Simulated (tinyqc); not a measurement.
Worked calculation: plane-wave Kohn-Sham cycle with exchange-only LDA in a layered model solid. One step of it, computed by the program tinyqc.

Question. Iteration 2: Hamiltonian at one k. H(m,m') = (k + G_m)^2/2 delta + V(G_m - G_m'), with V(-G) = V(G).

A solid whose potential varies along x alone (atomic units):
```
parameter                      value
period a                    7.100000
cross-section of the cell  35.000000
electrons per cell                 2
grid points                       16
plane waves -n..n, n               3
k points                           4
V1 in V1 cos(2 pi x/a)     -0.570000
```

V(G_m), m = 0, 1, 2, ... (hartree): -0.191557  -0.262265  -0.001929  0.000014  0.000147  0.000008  -0.000006

k = 0.125000 2 pi / a

Give: H.

Answer.

H (hartree), lower triangle:
```
         -3       -2       -1       +0       +1       +2      +3
-3   3.0450
-2  -0.2623   1.1851
-1  -0.0019  -0.2623   0.1082
+0   0.0000  -0.0019  -0.2623  -0.1854
+1   0.0001   0.0000  -0.0019  -0.2623   0.3040
+2   0.0000   0.0001   0.0000  -0.0019  -0.2623   1.5766
+3   0.0000   0.0000   0.0001   0.0000  -0.0019  -0.2623  3.6324
```
